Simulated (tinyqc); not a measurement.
Coherent transport through a tight-binding region between two chains, step by step. Computed by tinyqc, a small Python program that keeps every step. Settings: temperature = 4, mu = -0.1. Command: `OMP_NUM_THREADS=1 python tinyqc.py 26918 26919 out.jsonl` (the two numbers bound the seeds that draw the settings). One thread of a shared host (Intel(R) Xeon(R) Processor @ 2.60GHz), about 0.08 s of CPU time with the checks.

## Transmission at E = 0.08 eV

H of the central region (eV):
```
           1          2
1   0.760000  -0.470000
2  -0.470000   0.150000
```

Leads: semi-infinite chains with site energy 0:
```
parameter                           value
lead hopping t (eV)              2.790000
coupling to the left lead (eV)   1.490000
coupling to the right lead (eV)  1.390000
left contact site                       1
right contact site                      2
```

E = 0.080000 eV

Surface Green function g = (E - i sqrt(4 t^2 - E^2)) / (2 t^2); self-energy tc^2 g on each contact site; G = (E - H - Sigma)^(-1); Gamma = -2 Im Sigma; T = Gamma_L Gamma_R |G_LR|^2; local density of states -Im G_ii / pi.

g = 0.005139-0.358386i 1/eV

G (1/eV):
```
                     1                   2
1  -0.394080-0.668047i  0.417012-0.315622i
2   0.417012-0.315622i  0.079149-1.170257i
```

local density of states (1/eV): 0.212646  0.372505

transmission = 0.602765

## Transmission across the band

The same steps on a grid of energies.

T(E):
```
E (eV)              T
-5.30100000  0.000074
-4.77090000  0.000299
-4.24080000  0.000711
-3.71070000  0.001491
-3.18060000  0.003036
-2.65050000  0.006316
-2.12040000  0.013942
-1.59030000  0.033921
-1.06020000  0.093701
-0.53010000  0.275241
0.00000000   0.572979
0.53010000   0.646594
1.06020000   0.516842
1.59030000   0.245892
2.12040000   0.083613
2.65050000   0.029187
3.18060000   0.011270
3.71070000   0.004660
4.24080000   0.001943
4.77090000   0.000734
5.30100000   0.000167
```

levels of the isolated region (eV): -0.105290  1.015290

## Current

I = (2e/h) int T(E) [f(E - mu - V/2) - f(E - mu + V/2)] dE at 4 K with mu = -0.1 eV, the bias not changing H; 2e^2/h = 77.48092 microsiemens; the integral runs over the band on 4001 points.

Current:
```
V (volt)  I (microampere)
0.010000         0.388400
0.050000         2.032985
0.100000         4.063828
0.200000         8.110941
0.400000        16.096823
0.800000        31.310972
```
